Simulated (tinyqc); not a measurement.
Hopping conduction between localised states: one step, computed by the program tinyqc. Command: `OMP_NUM_THREADS=1 python tinyqc.py 3009857 3009858 out.jsonl hop walk`. One thread of a shared host (Intel(R) Xeon(R) Processor @ 2.30GHz), about 0.01 s of CPU time with the checks.

Energies are counted from the Fermi level. A small network shows the mechanism; the laws of an infinite system follow.

Problem. Pair exponents. Miller-Abrahams exponent s_ij = 2 r_ij/xi + (|E_i| + |E_j| + |E_i - E_j|)/(2 k_B T); G_ij = G_0 exp(-s_ij). The diagonal is set to 0 and not used.

Inputs (values chosen for the exercise, for a model amorphous semiconductor): localisation length xi = 0.6 nm; temperature T = 10 K.

Dimension: 3D.

sites of the small network (nm, nm, meV):
```
,x,y,energy
1,0,0.38,-0.04
2,0.65,0.26,-4.19
3,1.14,0.44,-3.32
4,1.83,0.84,0.08
5,2.61,0.43,-2.16
6,2.96,0.49,3.78
7,3.7,0.43,-0.34
```

Constants: k_B = 8.617333262e-05 eV/K.

Give: s_ij.

Solution.

s_ij, lower triangle (symmetric):
```
,1,2,3,4,5,6,7
1,0.000
2,7.066,0.000
3,7.658,6.602,0.000
4,6.429,9.338,6.604,0.000
5,11.208,11.420,8.753,5.537,0.000
6,14.306,16.987,14.308,8.330,8.077,0.000
7,12.729,15.045,12.386,6.869,6.140,7.256,0.000
```
